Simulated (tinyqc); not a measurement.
Trap density from one capacitance.

Inverse problem. Traps spread evenly through the insulator exchange electrons with the semiconductor by tunnelling, with tau(x) = t0 exp(2 ka x) at depth x from the interface. The admittance per area Y seen at depth x obeys dY/dx = -Y^2/(i w eps0 eox) + q Nb ln(1 + i w tau)/tau, with Y(0) = i w Cs and w = 2 pi f; the gate sees Y(tox) = G + i w C. Working variable y = Y/(i w), in uF/cm^2. Cox = eps0 eox/tox. Find Nb and G/w.

Parameters, values chosen for the exercise:
```
symbol,value,unit,meaning
eox,3.77,,relative permittivity of the insulator
tox,6.7,nm,insulator thickness
Cs,0.94,uF/cm^2,semiconductor capacitance in accumulation
ka,5.5,1/nm,decay constant of the wave function in the insulator
t0,2e-11,s,time constant of a trap at the interface
f,1e5,Hz,frequency
```

Constants: q = 1.602176634e-19 C, eps0 = 8.8541878128e-14 F/cm where lengths are in cm. Results are converted to the units shown.

C = 0.46939357 uF/cm^2

Answer. C rises steadily with Nb, so one density matches; in practice ka and t0 must come from the frequency dependence.

Nb = 1.200e20 cm^-3 eV^-1
G/w = 0.01311 uF/cm^2

Program tinyqc, `OMP_NUM_THREADS=1 python tinyqc.py 2202124 2202125 out.jsonl`; Intel Xeon 2.30GHz, shared host, one thread, about 0.6 s.
